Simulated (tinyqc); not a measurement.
# Worked calculation: two-junction solar cell, detailed-balance limit

Computed by the program tinyqc: `OMP_NUM_THREADS=1 python tinyqc.py 2820103 2820104 out.jsonl`, one thread of a shared Intel Xeon 2.30GHz, about 0.01 s for the whole run. Printed values are rounded.

The top cell takes all photons above E1, the bottom cell those between E2 and E1. Each cell follows J = Jsc - J0 (exp(V/Vt) - 1) with J0 = q ge Phi(gap, T)/ERE; light emitted by one cell and absorbed by the other is left out. In series both carry one current; wired apart (four terminals) each works at its own maximum power point. Efficiencies are counted against Pin = fs X sigma Ts^4.

Parameters, values chosen for the exercise:
```
symbol,value,unit,meaning
T,298,K,cell temperature
Ts,7000,K,temperature of the black-body sun
fs,2.16e-5,,share of the hemisphere filled by the sun
X,1000,,concentration
ERE,0.1,,external radiative efficiency
ge,1,,number of faces that emit
E2,0.78,eV,gap of the bottom cell
E1,1.82,eV,gap of the top cell
```

Constants: q = 1.602176634e-19 C, kB = 1.380649e-23 J/K, h = 6.62607015e-34 J s, c = 299792458 m/s, Vt = kB T/q. Results are converted to the units shown.

## Photocurrents and dark currents

Photon flux above E from a black body at temperature T into a hemisphere: Phi(E, T) = A sum_k exp(-k E/th)[E^2 th/k + 2 E th^2/k^2 + 2 th^3/k^3], k = 1, 2, ..., with th = kB T/q in eV and A = 2 pi q^3/(h^3 c^2). J1 = q fs X Phi(E1, Ts), J2 = q fs X [Phi(E2, Ts) - Phi(E1, Ts)], J01 and J02 as above; sigma = 2 pi^5 kB^4/(15 h^3 c^2).

J1 = 64132.5 mA/cm^2
J2 = 76345.8 mA/cm^2
J01 = 2.30009e-24 mA/cm^2
J02 = 1.70060e-7 mA/cm^2
Pin = 2.94075e5 mW/cm^2

The top cell limits the series current; the other has 19 % more.

## The series curve

J, point 0 to 7 (mA/cm^2): 0  32070  51310  57720  60280  61570  62850  63810

V1 = Vt ln((J1 - J)/J01 + 1), V2 = Vt ln((J2 - J)/J02 + 1), power J (V1 + V2).

```
point   V1 (V)    V2 (V)  power (mW/cm^2)
0      1.68196  0.688989                0
1      1.66416  0.674998          75016.7
2      1.64062  0.660357        1.18063e5
3      1.62283  0.652762        1.31347e5
4      1.60974  0.648965        1.36155e5
5      1.59927  0.646816        1.38292e5
6      1.58150  0.644489        1.39903e5
7      1.54605  0.642594        1.39657e5
```

Among these points the power is largest at J = 62850 mA/cm^2.

## Maximum power, in series and apart

In series V(J) = Vt [ln((J1 - J)/J01 + 1) + ln((J2 - J)/J02 + 1)], and J V(J) is largest where V = J Vt [1/(J1 - J + J01) + 1/(J2 - J + J02)]. Apart, each cell has (1 + v) exp(v) = 1 + Jsc/J0 at its maximum power point, v = Vmp/Vt.

series Jmp = 63353.0 mA/cm^2
series Vmp = 2.21223 V
series efficiency = 47.6583 %
top cell alone = 33.8150 %
bottom cell behind it = 15.1116 %

Wired apart the cells give 48.93 %; the series connection loses 1.3 points of that.
